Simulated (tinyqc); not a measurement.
From results back to parameters: alloy A(1-x)B(x) by interpolation with bowing. Four cases, with inputs chosen for the exercise.

Problem. An unstrained alloy A(1-x)B(x) follows Vegard, a(x) = (1 - x) a_A + x a_B, and E(x) = (1 - x) E_A + x E_B - C x (1 - x) at Gamma. Its lattice constant and gap are given.

Case 1.

Values chosen (out of a larger set: A near InP, B near GaP; not measured data): a = (5.865, 5.444) angstrom (lattice constant of A, B); Eg = (1.42, 2.896) eV (gap at Gamma to the s-like level of A, B).

a(x) = 5.831320 angstrom
gap at Gamma = 1.490829 eV

Case 2.

Values chosen (out of a larger set: A near InSb, B near InAs; not measured data): a = (6.472, 6.054) angstrom (lattice constant of A, B); Eg = (0.235, 0.421) eV (gap at Gamma to the s-like level of A, B).

a(x) = 6.250460 angstrom
gap at Gamma = 0.178391 eV

Case 3.

Values chosen (out of a larger set: A near Si, B near Ge; not measured data): a = (5.432, 5.661) angstrom (lattice constant of A, B); Eg = (4.217, 0.906) eV (gap at Gamma to the s-like level of A, B).

a(x) = 5.592300 angstrom
gap at Gamma = 1.854150 eV

Case 4.

Values chosen (out of a larger set: A near Si, B near Ge; not measured data): a = (5.426, 5.655) angstrom (lattice constant of A, B); Eg = (4.173, 0.901) eV (gap at Gamma to the s-like level of A, B).

a(x) = 5.522180 angstrom
gap at Gamma = 2.749309 eV

Find: x; linear part of the gap; C.

Solution. x = (a - a_A)/(a_B - a_A); the bowing is the shortfall against the linear part divided by x (1 - x).

Case 1.

x = 0.080
linear part of the gap = 1.5381 eV
C = 0.642 eV

Case 2.

x = 0.530
linear part of the gap = 0.3336 eV
C = 0.623 eV

Case 3.

x = 0.700
linear part of the gap = 1.8993 eV
C = 0.215 eV

Case 4.

x = 0.420
linear part of the gap = 2.7988 eV
C = 0.203 eV

Computed by tinyqc, one run a case: `OMP_NUM_THREADS=1 python tinyqc.py N N+1 out.jsonl` with N = 1051492, 1051516, 1051537, 1051551; one thread of a shared Intel(R) Xeon(R) Processor @ 2.30GHz, about 0.01 s a run at most.
